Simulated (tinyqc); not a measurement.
## Two-diode model of a solar cell: effect of the concentration

J is the current delivered and Vj = V + J Rs the junction voltage. J = X JL - J01 (exp(Vj/(n1 Vt)) - 1) - J02 (exp(Vj/(2 Vt)) - 1) - Vj/Rp. The photocurrent does not depend on voltage.

Jsc at V = 0, Voc at J = 0, the maximum power point where J (1 + 2 Rs G) = G Vj with G = -dJ/dVj; FF = Vmp Jmp/(Voc Jsc); efficiency Vmp Jmp/(X Pin). Empirical fill factor without parasitics FF0 = (v - ln(v + 0.72))/(v + 1), v = Voc/(n1 Vt).

Parameters, values chosen for the exercise; values of the order met in cells of cadmium telluride:
- T = 300 K (temperature)
- JL = 23.8 mA/cm^2 (photocurrent at one sun)
- J01 = 5.2e-17 A/cm^2 (saturation current of the first diode)
- n1 = 1 (ideality factor of the first diode)
- Rs = 0 ohm cm^2 (series resistance)
- Rp = 700 ohm cm^2 (shunt resistance)
- Pin = 100 mW/cm^2 (incident power at one sun)
- J02 = 2.5e-10 A/cm^2 (saturation current of the second diode (ideality 2))

Constants: q = 1.602176634e-19 C, kB = 1.380649e-23 J/K, Vt = kB T/q. Results are converted to the units shown.

Effect of the concentration:
```
X (suns)  Jsc (mA/cm^2)  Voc (V)   Vmp (V)  Jmp (mA/cm^2)       FF  efficiency (%)      FF0
0.01            0.23800  0.16660  0.083299        0.11900  0.25000         0.99126  0.60115
0.04            0.95200  0.63043   0.33279        0.47642  0.26418          3.9638  0.83365
0.1              2.3800  0.77285   0.62325         1.4452  0.48967          9.0069  0.85689
0.5              11.900  0.84339   0.73769         10.325  0.75890          15.233  0.86596
2                47.600  0.88576   0.78811         44.530  0.83236          17.547  0.87083
6                142.80  0.91639   0.82134         136.38  0.85598          18.669  0.87412
20               476.00  0.94876   0.85488         459.04  0.86894          19.621  0.87739
80               1904.0  0.98531   0.89168         1845.4  0.87712          20.569  0.88088
300              7140.0   1.0198   0.92587         6937.5  0.88215          21.411  0.88397
```

As X goes from 0.01 to 300, Voc rises from 0.167 to 1.02 V, FF rises from 0.250 to 0.882 and the efficiency rises from 0.991 to 21.4 %. Voc gains 60.1 mV a decade at the top and 770 mV at the bottom (n1 Vt ln 10 = 59.5 mV). For X = 0.01 v is below 10, outside the range of the formula for FF0. For X = 0.01, 0.04, 0.1 the shunt carries over 0.3 of the photocurrent at open circuit, so it pulls Voc down and FF towards the 1/4 of a resistor.

Numbers from tinyqc (`OMP_NUM_THREADS=1 python tinyqc.py 2280038 2280039 out.jsonl`; about 0.01 s on one thread of a shared Intel Xeon 2.30GHz).
